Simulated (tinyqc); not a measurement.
# Strain, valley repopulation and piezoresistance in a many-valley conduction band, step by step

A worked calculation. Computed by tinyqc, a small Python program that keeps every step. Command: `OMP_NUM_THREADS=1 python tinyqc.py 3017516 3017517 out.jsonl valleys walk`. One thread of a shared host (Intel(R) Xeon(R) Processor @ 2.30GHz), about 0.02 s of CPU time with the checks. Intermediate numbers are printed to about 5 digits and carried at full precision; extremes and crossings named in words are read from the listed rows.

Valleys are ellipsoids with mass m_l along the axis a and m_t across it, parabolic, with one constant relaxation time; strain shifts the valleys and leaves the masses alone. Currents are taken along [100], in the plane, and along [001], across the plane.

Inputs (values chosen for the exercise, modelled on silicon):
```
quantity                               value    unit
longitudinal mass m_l                  0.898     m_0
transverse mass m_t                     0.19     m_0
shear deformation potential Xi_u        9.22      eV
dilation deformation potential Xi_d      1.1      eV
C11                                      167     GPa
C12                                     63.6     GPa
C44                                       80     GPa
stress X (tension positive)               60     MPa
electron density n                   4.9e+16  1/cm^3
relaxation time tau                       47      fs
temperature T                            400       K
```

Valley axes: <100> (6 valleys in 3 pairs). Load: biaxial in the (001) plane.

Constants: k_B = 8.617333262e-05 eV/K; m_0 = 9.1093837015e-31 kg; k_B = 1.380649e-23 J/K; hbar = 1.054571817e-34 J s; e = 1.602176634e-19 C.

## Strain

Compliances S11 = (C11 + C12)/((C11 - C12)(C11 + 2 C12)), S12 = -C12/((C11 - C12)(C11 + 2 C12)), S44 = 1/C44; stress sigma_xx = sigma_yy = X, all else 0; e_xx = S11 sigma_xx + S12 (sigma_yy + sigma_zz), e_xy = S44 sigma_xy/2 (tensor strain).

strain tensor (%):
```
          x         y          z
x  0.032939  0.000000   0.000000
y  0.000000  0.032939   0.000000
z  0.000000  0.000000  -0.025089
```

## Valley shifts

Herring-Vogt shift of a valley with unit axis a: dE = Xi_d tr(e) + Xi_u a.e.a.

shifts dE (meV): x 3.4856, y 3.4856, z -1.8645

splitting (highest minus lowest) = 5.3501 meV

Lowest: z; the splitting is 0.155 k_B T.

## Populations

Each of the 6 valleys holds n_v = N_v (2/sqrt(pi)) F_1/2((E_F - dE_v)/(k_B T)), N_v = 2 (m_d k_B T/(2 pi hbar^2))^(3/2), m_d = (m_l m_t^2)^(1/3); E_F solves sum n_v = n and is counted from the unstrained edge. F_j(eta) = int_0^infinity x^j/(1 + exp(x - eta)) dx, without a gamma-function factor. It is evaluated after integrating by parts. Integrals over x = E/(k_B T) use 160 Gauss-Legendre points in u = sqrt(x) from 0 to sqrt(max(eta, 0) + 32).

Fermi level E_F = -230.95 meV

share of the electrons (per pair): x 0.31567, y 0.31567, z 0.36865

## Mobility tensor and resistance change

Mobility tensor mu = e tau sum_v (n_v/n) [1/m_t + (1/m_l - 1/m_t) a a^T]; unstrained mu_0 = e tau (1/m_l + 2/m_t)/3; resistivity along d from the inverse tensor, rho_d = d.mu^-1.d/(n e), mobility along d = 1/(d.mu^-1.d); gauge pi_d = (rho_d/rho_0 - 1)/X.

mobility tensor (cm^2/(V s)):
```
        x       y       z
x  326.79    0.00    0.00
y    0.00  326.79    0.00
z    0.00    0.00  308.62
```

unstrained mobility mu_0 = 320.74 cm^2/(V s)

mobility along the first direction = 326.79 cm^2/(V s)

mobility along the second direction = 308.62 cm^2/(V s)

resistance change along the first direction = -1.8537 %

resistance change along the second direction = 3.9257 %

The mobility lies between e tau/m_l = 92.1 and e tau/m_t = 435; the trace stays at 3 mu_0. Along the first direction the filled valleys present more of their light mass.

## Linear piezoresistance coefficients

With eta_0 the reduced Fermi level without strain, r = F_-1/2(eta_0)/(2 F_1/2(eta_0)) (1 for a classical gas) and c = r (Xi_u/k_B T) (m_l - m_t)/(2 m_l + m_t): pi11 = -(2/3) c (S11 - S12), pi12 = -pi11/2, pi44 = 0, with S11 - S12 = 1/(C11 - C12).

eta_0 = -6.7469

degeneracy factor r = 0.99959

pi11 = -61.455 1e-11/Pa

pi12 = 30.728 1e-11/Pa

pi44 = 0 1e-11/Pa

The gas is classical, so the coefficients follow 1/T.

## Full result against the linear law

Linear theory: pi = pi11 + pi12 in the plane and 2 pi12 across it.

Resistance changes (%); at 2000 MPa the strain is near or above 1 %, where band warping, left out here, matters:
```
X (MPa)  splitting (meV)  largest share  first direction   linear  second direction   linear
-2000             178.34        0.49859           21.468   61.455            -26.12  -122.91
-1000              89.17        0.48186           18.884   30.728            -24.11   -61.46
-400               35.67        0.42455           10.810   12.291            -16.33   -24.58
-150               13.38        0.37334            4.470    4.609             -7.88    -9.22
-50                 4.46        0.34738            1.525    1.536             -2.92    -3.07
50                  4.46        0.36266           -1.544   -1.536              3.24     3.07
150                13.38        0.42427           -4.637   -4.609             10.77     9.22
400                35.67        0.58447          -11.839  -12.291             36.72    24.58
1000               89.17        0.86907          -22.269  -30.728            134.17    61.46
2000              178.34        0.98879          -25.953  -61.455            234.45   122.91
```

Along the first direction the linear law holds within 10 % for 5 of the 10 stresses, at -150, -50.0, 50.0, 150, 400 MPa. At the largest compression the full change is +21.5 % against the linear +61.5 %, at the largest tension -26.0 % against -61.5 %: once the splitting is comparable with k_B T (or E_F) the populations no longer follow it linearly, and the change must saturate when the upper valleys are empty.

Checks made by the program: trace of the tensor against 3 mu_0 (relative difference below 1e-10); linear coefficients against the full calculation at 0.01 MPa (relative difference 6e-06).
